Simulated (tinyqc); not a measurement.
Inside a calculation. Method: UHF in the sto-3g basis, for H4+, spin multiplicity 2. One step of it, computed by the program tinyqc.

Problem. Iteration 2: DIIS coefficients. Solve [B -1; -1 0][c; lambda] = [0; -1] for the coefficients, which sum to one.

B (overlaps of the stored error matrices):
```
               1              2
1  1.8843837e-02  6.2832080e-02
2  6.2832080e-02  3.0101591e-01
```

Give: DIIS coefficients.

Solution.

DIIS coefficients: 1.2265  -0.2265
